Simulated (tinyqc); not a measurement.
Elastic trap-assisted tunnelling through a dielectric: two steps of the calculation.

Emitter at x = 0 (Fermi level 0), collector at x = t (Fermi level -V), band edge U(x) = phi - F x, F = V/t. A trap at x has the energy E = U(x) - Et. With G(u) = (4/(3 F)) sqrt(mo/C) max(u, 0)^1.5, C = hbar^2/(2 m0): S1 = G(phi - E) - G(Et), S2 = G(Et) - G(phi - V - E), T1,2 = exp(-S1,2). The steady rate through one trap is nu T1 T2 (f1 - f2)/(T1 + T2), f1 = f(E), f2 = f(E + V), f(y) = 1/(1 + exp(y/Vt)); both contacts offer states at E.

Parameters, values chosen for the exercise; dielectric values close to those of silicon dioxide: temperature T = 300 K; barrier above the emitter Fermi level phi = 3.18 eV; tunnelling mass mo = 0.48 m0; thickness t = 6.7 nm; trap depth below the band edge of the dielectric Et = 2.38 eV; trap density Nt = 1.3e18 cm^-3; attempt frequency nu = 1e13 1/s; points of the grid n = 9; voltage V = 2.63 V; left end of the grid xa = 2.26 nm; right end of the grid xb = 3.36 nm.

Constants: q = 1.602176634e-19 C, kB = 1.380649e-23 J/K, hbar = 1.054571817e-34 J s, m0 = 9.1093837015e-31 kg, Vt = kB T/q, hbar^2/(2 m0) = 0.0380998212 eV nm^2. Results are converted to the units shown.

Question 1. Rate through a trap near the best position. n equally spaced x from xa to xb, where nearly all of the current flows; J = q Nt times the integral of the rate, by Simpson's rule.

Give: x; E; S1; S2; f1 - f2; rate; J.

Answer 1.

```
point  x (nm)    E (eV)      S1      S2  f1 - f2  rate (1/s)
0      2.2600  -0.08713  26.931  38.136  0.96677   2.6495e-4
1      2.3975  -0.14111  28.702  37.340  0.99576   6.0444e-4
2      2.5350  -0.19508  30.488  36.513  0.99947   0.0013842
3      2.6725  -0.24906  32.289  35.656  0.99993   0.0031637
4      2.8100  -0.30303  34.103  34.769  0.99999   0.0052486
5      2.9475  -0.35700  35.932  33.853   1.0000   0.0022068
6      3.0850  -0.41098  37.775  32.910   1.0000   3.9022e-4
7      3.2225  -0.46495  39.631  31.939   1.0000   6.1395e-5
8      3.3600  -0.51893  41.502  30.943   1.0000   9.4625e-6
```

J = 3.6720e-11 A/cm^2

Question 2. The best-placed trap against direct tunnelling. At x = xs: E, S1, S2 and the occupation (T1 f1 + T2 f2)/(T1 + T2). Direct tunnelling at E = 0 has S = (4/(3 F)) sqrt(mo/C) [phi^1.5 - max(phi - V, 0)^1.5].

xs = 2.81 nm

Give: E; S1; S2; occupation; S of direct tunnelling.

Answer 2.

E = -0.30303 eV
S1 = 34.103
S2 = 34.769
occupation = 0.66044
S of direct tunnelling = 63.451

Range of the model: Phonon-assisted (inelastic) capture, chains of traps and a spread of trap depths are left out.

Computed by the program tinyqc: `OMP_NUM_THREADS=1 python tinyqc.py 2370057 2370058 out.jsonl`, one thread of a shared Intel Xeon 2.30GHz, about 0.04 s for the whole run.
